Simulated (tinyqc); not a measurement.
Local against global planarity over time: chemical-mechanical planarisation: Preston law, pattern density and step-height reduction. Computed by tinyqc, a small Python program. Command: `OMP_NUM_THREADS=1 python tinyqc.py 3007048 3007049 out.jsonl cmp walk`. One thread of a shared host (Intel(R) Xeon(R) Processor @ 2.30GHz), about 0.01 s of CPU time with the checks.

A row of 8 cells, repeated periodically, holds raised features that cover a share rho of each cell.

Inputs (values chosen for the exercise, close to those used for copper polishing):

| quantity | value | unit |
|---|---|---|
| Preston coefficient K | 7.4e-14 | 1/Pa |
| pressure P | 11 | kPa |
| platen and carrier speed | 60 | rpm |
| distance between the centres | 14 | cm |
| initial step height h0 | 620 | nm |
| contact height h_c | 78 | nm |
| film above the raised areas z0 | 970 | nm |
| cell size | 0.93 | mm |
| planarisation length | 2.3 | mm |

local pattern densities, cell by cell: 0.5  0.6  0.7  0.8  0.25  0.3  0.9  0.25

Method:
- With equal rotation speeds the relative speed is uniform, v = omega r_c; Preston rate R0 = K P v.
- The stiff pad averages the density: rho_eff(i) = sum_j w_ij rho_j / sum_j w_ij, w = exp(-2 d^2/L^2), L the planarisation length and d the distance between cell centres, summed over all periodic images of cell j.
- While h > h_c only raised areas polish, at R0/rho_eff, until t_c = rho_eff (h0 - h_c)/R0. After that h = h_c exp(-(t - t_c)/tau), tau = rho_eff h_c/R0; low areas polish at R0 (1 - h/h_c) and raised areas at R0 [1 + (1 - rho_eff) h/(rho_eff h_c)]. Removed from raised areas after t_c: h0 - h_c + R0 (t - t_c) + (1 - rho_eff)(h_c - h); from low areas: R0 (t - t_c) - rho_eff (h_c - h). Film left = z0 less the removal from raised areas.
- Times are multiples of h0/R0; the range is the largest minus the smallest removal from raised areas.

effective densities: 0.518289  0.585027  0.629459  0.582409  0.492381  0.478497  0.510082  0.503857

blanket rate R0 = 0.716032 nm/s

Steps and range (nm):

| multiple | t (s) | largest step | smallest step | range across the row | mean removal from raised areas |
|---|---|---|---|---|---|
| 0.10 | 86.6 | 521.50 | 490.43 | 31.08 | 116.3 |
| 0.20 | 173.2 | 423.01 | 360.86 | 62.15 | 232.7 |
| 0.30 | 259.8 | 324.51 | 231.28 | 93.23 | 349.0 |
| 0.45 | 389.6 | 176.76 | 46.07 | 135.07 | 522.6 |
| 0.60 | 519.5 | 41.63 | 3.81 | 107.03 | 652.5 |
| 0.80 | 692.7 | 3.33 | 0.14 | 94.76 | 782.4 |
| 1.00 | 865.9 | 0.27 | 0.00 | 93.69 | 906.7 |
| 1.30 | 1125.6 | 0.01 | 0.00 | 93.60 | 1092.7 |
| 1.70 | 1472.0 | 0.00 | 0.00 | 93.60 | 1340.7 |

What does the comparison show, and why?

Local steps shrink to 0.01 nm or less, but the range across the row reaches up to 135.1 nm among these rows and ends at 93.6 nm, against the limit (largest - smallest rho_eff) h0 = 93.6 nm: once flat, all cells polish alike and the difference stays. Evener density (dummy fill), a longer planarisation length or a smaller initial step reduces it. Caution: in the last rows the removal passes z0 somewhere, so they describe a thicker film than the one given.

Extremes, crossings and ranges named in words are read from the listed rows.
